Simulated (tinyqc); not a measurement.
Koster-Slater impurity in an sp3s* host, step by step. Values are carried at full precision from step to step, so a last printed digit may differ when a step is redone from the rounded ones.

sp3s* tight binding, nearest neighbours only: anion (a) at 0, cation (c) at a/4 (1,1,1), orbitals s, px, py, pz, s* on each; k in units of 2 pi/a. With phases e_j = exp(i (pi/2) k.n_j) for n = (1,1,1), (1,-1,-1), (-1,1,-1), (-1,-1,1): g0 = (e1+e2+e3+e4)/4, g1 = (e1+e2-e3-e4)/4, g2 = (e1-e2+e3-e4)/4, g3 = (e1-e2-e3+e4)/4. The diagonal holds the levels Esa, Epa, Exa (s*) and Esc, Epc, Exc. Anion-cation block: <sa|sc> = Vss g0; <sa|xc> = Vsapc g1; <xa|sc> = -Vscpa g1; <xa|xc> = Vxx g0; <xa|yc> = <ya|xc> = Vxy g3, <xa|zc> = <za|xc> = Vxy g2, <ya|zc> = <za|yc> = Vxy g1; <s*a|xc> = Vxapc g1; <xa|s*c> = -Vpaxc g1; y and z take g2 and g3 in place of g1; s-s* and s*-s* vanish.

Values chosen for the exercise (out of a larger set: near a published set for Si; not measured data):

| symbol | value | unit | meaning |
|---|---|---|---|
| p | (-4.203, 1.712, -4.203, 1.712, 6.703, 6.703, -8.304, 1.721, 4.589, 5.717, 5.717, 5.381, 5.381) | eV | order Esa, Epa, Esc, Epc, Exa, Exc, Vss, Vxx, Vxy, Vsapc, Vscpa, Vxapc, Vpaxc |
| N | 4 |  | mesh |
| V | -10.8 | eV | shift of the s level |

## The gap of the host

Gaps from the top of the valence band to Gamma, to the minimum on (x,0,0) from 0.5 to 1, and to L; the smallest is Eg.

top of the valence band on the scale of the parameters = -0.0090 eV

gaps (eV): Gamma 3.4420, Delta 1.1751, L 2.4967

Eg (smallest gap of the host) = 1.1751 eV

## Where the weight lies

A defect on an anion site (a) shifts the s level there by Vs or the three p levels by Vp and leaves the rest. A level in the gap solves 1/Vs = G_s(E) (symmetry A1) or 1/Vp = G_p(E) (T2, threefold), with G(E) = (1/N^3) sum over k and bands of w/(E - e), where w is the weight of the state on the s orbital of that site, or the mean weight on its px, py, pz. Mesh: k = f1 (-1,1,1) + f2 (1,-1,1) + f3 (1,1,-1), f = (j + 1/2)/N, j = 0 to N - 1. Energies from the top of the valence band at Gamma; the s* orbital of the site is left as it is. An infinite shift removes the s or p orbitals, the model of the ideal vacancy: G(E) = 0.

For each band: mean energy over the mesh and summed weights; each column of weights adds to one.

Bands:

| band | mean energy (eV) | s weight | p weight |
|---|---|---|---|
| 1 | -10.115 | 0.4146 | 0.0261 |
| 2 | -6.110 | 0.1969 | 0.0901 |
| 3 | -2.252 | 0.0060 | 0.1643 |
| 4 | -1.825 | 0.0017 | 0.1660 |
| 5 | 1.782 | 0.0783 | 0.0784 |
| 6 | 2.685 | 0.2383 | 0.0438 |
| 7 | 5.284 | 0.0044 | 0.1632 |
| 8 | 5.704 | 0.0132 | 0.1575 |
| 9 | 9.699 | 0.0302 | 0.0456 |
| 10 | 10.510 | 0.0163 | 0.0650 |

The filled bands hold 0.619 of the s orbital and 0.446 of each p orbital of the anion. Filled states add positive terms to G in the gap and empty ones negative terms.

## Green functions across the gap

G at nine energies E = Eg j/8.

G(E) (1/eV):

| E (eV) | G_s | G_p |
|---|---|---|
| 0.0000 | -0.07057 | 0.09821 |
| 0.1469 | -0.08316 | 0.06319 |
| 0.2938 | -0.09758 | 0.03614 |
| 0.4407 | -0.11452 | 0.01188 |
| 0.5876 | -0.13503 | -0.01201 |
| 0.7345 | -0.16087 | -0.03756 |
| 0.8814 | -0.19540 | -0.06754 |
| 1.0282 | -0.24631 | -0.10769 |
| 1.1751 | -0.33884 | -0.17653 |

Both fall with E, as dG/dE = -sum w/(E - e)^2 demands. G_s keeps its sign, so the vacancy has no level of this symmetry in the gap. G_p changes sign, so the vacancy has a level of this symmetry in the gap.

## A first estimate from the table

A defect that shifts the s level of its anion site by V has a level where the host Green function G_s(E) equals 1/V; E is counted from the top of the valence band. Find it by linear interpolation between the two rows that bracket it.

1/V = -0.09259 1/eV
estimated level = 0.243 eV

## The level and its weight on the defect

Solve by bisection with the full sum. The weight of the bound state on the shifted orbital is G^2/(-G'), which is also dE/dV.

level = 0.2454 eV
G'(E) = -0.10054 1/eV^2
weight on the defect orbital = 0.0853

The level lies 0.245 eV above the valence band and 0.930 eV below the conduction band. Only 8.5 % of it sits on the shifted orbital, the rest on other orbitals (the s* of the same site among them), so a shift of 1 eV moves the level by about 85 meV.

## Checks

- Sum of the s weights over all bands against one: both 1.00000.
- First moment of the s weights against the s level of the site, on the scale of the parameters: both -4.20300.

Run: tinyqc, `OMP_NUM_THREADS=1 python tinyqc.py 1482443 1482444 out.jsonl`; Intel(R) Xeon(R) Processor @ 2.30GHz, one thread, shared host; about 0.01 s of CPU time with all checks.
